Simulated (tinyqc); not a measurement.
Inversion-layer mobility, back-scattering and ballistic limit of a field-effect transistor. Changing the depletion charge N_dep. Computed by tinyqc, a small Python program. Command: `OMP_NUM_THREADS=1 python tinyqc.py 3004513 3004514 out.jsonl mos sweep`. One thread of a shared host (Intel(R) Xeon(R) Processor @ 2.30GHz), about 0.01 s of CPU time with the checks.

The charge at the top of the source barrier is fixed by the gate; series resistance and short-channel effects are left out. F_j are Fermi integrals normalised to exp(eta) in the classical limit.

Inputs (values chosen for the exercise, modelled on a silicon n-channel):

| quantity | value | unit |
|---|---|---|
| transport mass m | 0.19 | m_0 |
| valley degeneracy g_v | 2 | - |
| weight w of the inversion charge | 0.5 | - |
| permittivity eps | 11.7 | - |
| phonon mobility at 1 MV/cm and 300 K, mu_ph | 350 | cm^2/(V s) |
| roughness mobility at 1 MV/cm, mu_sr | 1500 | cm^2/(V s) |
| Coulomb mobility at N_inv = 1e12/cm^2, mu_C | 630 | cm^2/(V s) |
| electrical oxide thickness t_inv | 5.6 | nm |
| gate overdrive V_G - V_T | 0.49 | V |
| drain voltage V_D | 0.05 | V |
| channel length L | 18 | nm |
| exponent a of the critical length | 0.81 | - |
| temperature T | 300 | K |

Statistics at the top of the barrier: Fermi-Dirac.

Constants: eps_0 = 8.8541878128e-12 F/m; e = 1.602176634e-19 C; m_0 = 9.1093837015e-31 kg; k_B = 1.380649e-23 J/K; hbar = 1.054571817e-34 J s; k_B = 8.617333262e-05 eV/K.

Method:
- N_inv = 3.9 eps_0 (V_G - V_T)/(e t_inv); effective field E_eff = e (N_dep + w N_inv)/(eps eps_0).
- mu_phonon = mu_ph (E_eff/1 MV/cm)^(-0.3) (T/300 K)^(-1.75); mu_rough = mu_sr (E_eff/1 MV/cm)^(-2); mu_Coulomb = mu_C (N_inv/1e12 cm^-2) (T/300 K); Matthiessen's rule adds 1/mu.
- F_j(eta) = (1/Gamma(j + 1)) int_0^infinity x^j/(1 + exp(x - eta)) dx, F_0 = ln(1 + exp(eta)). Integrals over x = E/(k_B T) use 160 Gauss-Legendre points in u = sqrt(x) from 0 to sqrt(max(eta, 0) + 32).
- Ballistic channel: N_2D = g_v m k_B T/(pi hbar^2), U = e V_D/(k_B T); eta_F solves N_inv = (N_2D/2)[F_0(eta_F) + F_0(eta_F - U)]; v_T = sqrt(2 k_B T/(pi m)); I/W = e (N_2D/2) v_T [F_1/2(eta_F) - F_1/2(eta_F - U)]; injection velocity v_T F_1/2(eta_F)/F_0(eta_F).
- Mean free path lambda = (2 k_B T/e)(mu/v_T) F_0(eta_0)/F_-1/2(eta_0), with eta_0 from N_inv = N_2D F_0(eta_0); critical length l = L (1 + U)^(-a), an empirical rule; back-scattering r = l/(l + lambda). Then eta solves N_inv = (N_2D/2)[(1 + r) F_0(eta) + (1 - r) F_0(eta - U)] and I/W = e (N_2D/2) v_T (1 - r)[F_1/2(eta) - F_1/2(eta - U)].
- Ballistic ratio: I over the ballistic current. Apparent mobility 1/(1/mu + 1/mu_B), mu_B = mu L/lambda.

One run for each value:

| depletion charge N_dep (1/cm^2) | effective mobility mu (cm^2/(V s)) | effective field E_eff (MV/cm) | current I/W (microampere/micrometre) |
|---|---|---|---|
| 5.00e+10 | 402.25 | 0.1536 | 167.76 |
| 1.00e+11 | 398.12 | 0.1613 | 167.05 |
| 2.10e+11 | 389.69 | 0.1783 | 165.58 |
| 4.40e+11 | 374.39 | 0.2139 | 162.81 |
| 9.10e+11 | 349.62 | 0.2866 | 158.04 |
| 1.90e+12 | 312.16 | 0.4397 | 150.06 |
| 3.90e+12 | 260.72 | 0.7490 | 137.28 |
| 8.00e+12 | 189.89 | 1.3831 | 115.07 |

Describe the trends.

Over the rows, effective mobility mu (cm^2/(V s)) falls from 402 to 190 (exponent d ln y / d ln x -0.015 between the first rows and -0.44 between the last); effective field E_eff (MV/cm) rises from 0.154 to 1.38 (exponent d ln y / d ln x 0.071 between the first rows and 0.85 between the last); current I/W (microampere/micrometre) falls from 168 to 115 (exponent d ln y / d ln x -0.0061 between the first rows and -0.25 between the last).
